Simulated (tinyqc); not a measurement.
## Absorption coefficient and reflectance from two thicknesses

Problem. With transparent contact layers the responsivity is (1 - Rf)(1 - exp(-al wi)) q lam/(h c). The second absorber is twice as thick as the first. Find al and Rf.

Parameters, values chosen for the exercise:
```
symbol,value,unit,meaning
lam,650,nm,wavelength
```

Constants: q = 1.602176634e-19 C, h = 6.62607015e-34 J s, c = 299792458 m/s. Results are converted to the units shown.

responsivity for wi = 0.55 and 1.1 um (A/W): [0.078099394, 0.14327155]

Answer. The ratio of the responsivities is 1 + exp(-al w1), which gives al; either value then gives 1 - Rf.

al = 3.29e3 1/cm
Rf = 0.100

Numbers from tinyqc (`OMP_NUM_THREADS=1 python tinyqc.py 2250017 2250018 out.jsonl`; about 0.01 s on one thread of a shared Intel Xeon 2.30GHz).
